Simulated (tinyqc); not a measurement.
Wannier functions of a composite (isolated) pair of valence bands (bonds of an sp chain): one step. Loewdin orthogonalisation. Two cases, with inputs chosen for the exercise.

Problem. The trial vectors are the columns g1 = (0, cos c, sin c, 0), g2 = (cos c exp(-ik), 0, 0, sin c), k = 2 pi j/N. Form S = g^+ P g, its eigenvalues, S^(-1/2), and w = P g S^(-1/2).

Give: S; eigenvalues of S; S^(-1/2); w.

Case 1.

Values chosen: c = 35 degrees (trial bonds cos(c) on A, sin(c) on B); j = 1 (mesh point, k = 2 pi j/N); N = 4 (k points).

P, lower triangle (Hermitian):
```
                     A<                   A>                  B<        B>
A<             0.334018
A>   0.031514-0.077687i             0.306245
B<   0.010659-0.033449i   0.452029-0.011922i            0.692993
B>  -0.010077+0.462696i  -0.028271+0.012611i  0.079263-0.027682i  0.666744
```

Solution.

S:
```
                 1                2
1           0.8582  -0.0551-0.0230i
2  -0.0551+0.0230i           0.8783
```

eigenvalues of S: 0.8078  0.9287

S^(-1/2):
```
                1               2
1          1.0814  0.0341+0.0142i
2  0.0341-0.0142i          1.0689
```

w:
```
                 1                2
A<  0.0267+0.0712i  -0.0063-0.5729i
A>  0.5484+0.0074i  -0.0680-0.0278i
B<  0.8309-0.0106i   0.0456+0.0182i
B>  0.0502-0.0166i   0.8148+0.0090i
```

The combinations of the trial bonds that diagonalise S lie 80.8 to 92.9 % inside the filled space; an eigenvalue near zero would mark a poor choice.

Case 2.

Values chosen: c = 55 degrees (trial bonds cos(c) on A, sin(c) on B); j = 1 (mesh point, k = 2 pi j/N); N = 5 (k points).

P, lower triangle (Hermitian):
```
                    A<                  A>                  B<        B>
A<            0.500000
A>  0.019033-0.057645i            0.500000
B<                   0  0.496235-0.008088i            0.500000
B>  0.145273+0.474563i                   0  0.050114-0.034261i  0.500000
```

Solution.

S:
```
                1               2
1          0.9663  0.0175+0.0112i
2  0.0175-0.0112i          0.9663
```

eigenvalues of S: 0.9455  0.9871

S^(-1/2):
```
                 1                2
1           1.0175  -0.0092-0.0059i
2  -0.0092+0.0059i           1.0175
```

w:
```
                 1                2
A<  0.0131+0.0410i   0.2113-0.6734i
A>  0.7058+0.0068i  -0.0349-0.0251i
B<  0.7058-0.0047i   0.0353+0.0245i
B>  0.0353-0.0245i   0.7058+0.0050i
```

The combinations of the trial bonds that diagonalise S lie 94.6 to 98.7 % inside the filled space; an eigenvalue near zero would mark a poor choice.

Computed by tinyqc, one run a case: `OMP_NUM_THREADS=1 python tinyqc.py N N+1 out.jsonl` with N = 1482537, 1482804; one thread of a shared Intel(R) Xeon(R) Processor @ 2.30GHz, about 0.2 s a run at most.
